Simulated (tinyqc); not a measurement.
# Changing the stress sigma (tension positive)

Model: Raman shift of the zone-centre optical phonon of a diamond-structure crystal under stress. Computed by tinyqc, a small Python program. Command: `OMP_NUM_THREADS=1 python tinyqc.py 3030644 3030645 out.jsonl ramanstress sweep`. One thread of a shared host (Intel(R) Xeon(R) Processor @ 2.30GHz), about 0.02 s of CPU time with the checks.

Axes x, y, z are the cube axes. Strain shifts the threefold optical mode and can split it; p, q and r are the phonon deformation potentials.

Inputs (values chosen for the exercise, modelled on germanium):

| quantity | value | unit |
|---|---|---|
| unstrained frequency omega_0 | 300.3 | 1/cm |
| p/omega_0^2 | -1.46 | - |
| q/omega_0^2 | -1.91 | - |
| r/omega_0^2 | -1.06 | - |
| C11 | 130.2 | GPa |
| C12 | 48.98 | GPa |
| C44 | 66.08 | GPa |
| polarisation angle phi | 10 | degree |
| temperature coefficient d omega/dT | -0.015 | 1/(cm K) |
| local temperature T | 400 | K |
| laser wavelength | 488 | nm |

Stress state: uniaxial. Axis: [210].

Constants: h = 6.62607015e-34 J s; c = 299792458 m/s; k_B = 1.380649e-23 J/K.

Method:
- S11 = (C11 + C12)/D, S12 = -C12/D, D = (C11 - C12)(C11 + 2 C12), S44 = 1/C44.
- Uniaxial stress along the unit vector n of the axis: sigma_ij = sigma n_i n_j.
- eps_xx = S11 sigma_xx + S12 (sigma_yy + sigma_zz), and cyclic; eps_xy = S44 sigma_xy/2 (tensor strain).
- Secular matrix: M_xx = p eps_xx + q (eps_yy + eps_zz), M_xy = 2 r eps_xy; its eigenvalues are omega^2 - omega_0^2, and the shifts are these over 2 omega_0.
- gamma = -(p + 2q)/(6 omega_0^2); the mean of the three shifts is -gamma omega_0 x (volume strain).
- Backscattering from a (001) surface: incident polarisation (cos phi, sin phi, 0). With Raman tensors (R_z)_xy = (R_z)_yx = 1 and cyclic, only the z component u_z of a mode counts: I = u_z^2 sin^2(2 phi) for parallel and u_z^2 cos^2(2 phi) for crossed polarisers. An unresolved line sits at the intensity-weighted shift, which is M_zz/(2 omega_0).
- A temperature above 300 K shifts the line by (d omega/dT)(T - 300 K); divided by the shift per stress it poses as a stress; the total shift adds it to the shift of the observed line. The anti-Stokes to Stokes ratio is [(omega_L + omega_0)/(omega_L - omega_0)]^3 exp(-h c omega_0/(k_B T)) in photon counts, omega_L = 1/wavelength, resonance effects left out.

One run for each value:

| stress sigma (tension positive) (GPa) | shift of the observed line (1/cm) | mean shift (1/cm) | volume strain (per mille) | total shift (1/cm) |
|---|---|---|---|---|
| -2.40 | 3.445 | 2.780 | -10.52 | 1.945 |
| -1.70 | 2.440 | 1.969 | -7.45 | 0.940 |
| -1.00 | 1.436 | 1.158 | -4.38 | -0.064 |
| -0.34 | 0.488 | 0.394 | -1.49 | -1.012 |
| 0.34 | -0.488 | -0.394 | 1.49 | -1.988 |
| 1.00 | -1.436 | -1.158 | 4.38 | -2.936 |
| 1.70 | -2.440 | -1.969 | 7.45 | -3.940 |
| 2.40 | -3.445 | -2.780 | 10.52 | -4.945 |

Describe and explain the trends.

Over the rows, shift of the observed line (1/cm) falls from 3.45 to -3.45; mean shift (1/cm) falls from 2.78 to -2.78; volume strain (per mille) rises from -10.5 to 10.5. All stress shifts are linear and odd in sigma; the total is offset by the thermal shift, -1.50 per cm, and passes zero between sigma = -1.7 and -1.0 GPa, where stress and heating cancel.

Caution (rows -2.40, -1.70, 1.70, 2.40): strains above about 1 % call for terms beyond linear order.

Extremes, crossings and ranges named in words are read from the listed rows.
